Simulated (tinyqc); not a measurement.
Resistance of a source-drain extension with a graded tip: one step of the calculation.

y runs along the channel, the gate covers y > 0. The doping is N0 for y < y0 and N0 10^(-(y - y0)/la) beyond, uniform over the depth xj. Sheet conductance s(y) = q mu(N) max(N - Nch, 0) xj + (for y > 0) ma Cox Vo, with mu(N) = u0 + (u1 - u0)/(1 + (N/Nr)^au) and Cox = eps0 eox/tox. Current is taken as one-dimensional; depletion of the tip, spreading and the contact are left out. The metallurgical junction lies at yj, where N = Nch.

Question. Sheet resistances and junction position. yj = y0 + la log10(N0/Nch); sheet resistance of the full extension 1/[q mu(N0)(N0 - Nch) xj] and of the gate-induced layer 1/(ma Cox Vo); metallurgical length Lg - 2 yj; ye is where the doped and the gate-induced conductances are equal.

Inputs (values chosen for the exercise); mobility law close to that of holes in silicon:
- eox = 24.7 (relative permittivity of the gate insulator (close to zirconium oxide))
- tox = 3.9 nm (insulator thickness)
- N0 = 5.2e19 cm^-3 (active doping of the extension far from the gate)
- la = 4.5 nm/decade (lateral abruptness)
- y0 = 4.4 nm (position under the gate where the fall begins (gate edge at 0))
- xj = 9 nm (depth of the extension)
- Nch = 8.9e17 cm^-3 (channel doping)
- Vo = 0.86 V (gate overdrive)
- ma = 36 cm^2/(V s) (mobility of the gate-induced layer)
- u1 = 470.5 cm^2/(V s) (mobility at low doping)
- u0 = 44.9 cm^2/(V s) (mobility at high doping)
- Nr = 2.23e17 cm^-3 (reference doping)
- au = 0.719 (exponent)
- Lg = 60 nm (gate length)

Constants: q = 1.602176634e-19 C, eps0 = 8.8541878128e-14 F/cm where lengths are in cm. Results are converted to the units shown.

Wanted: yj; sheet resistance of the extension; sheet resistance of the induced layer; metallurgical length; ye; N at ye.

Answer.

yj = 12.35 nm
sheet resistance of the extension = 2551 ohm/square
sheet resistance of the induced layer = 5760 ohm/square
metallurgical length = 35.30 nm
ye = 6.196 nm
N at ye = 2.074e19 cm^-3

The gate takes over 6.15 nm before the junction, where N is still 23.3 times the channel doping.

Program tinyqc, `OMP_NUM_THREADS=1 python tinyqc.py 2282135 2282136 out.jsonl`; Intel Xeon 2.30GHz, shared host, one thread, about 0.03 s.
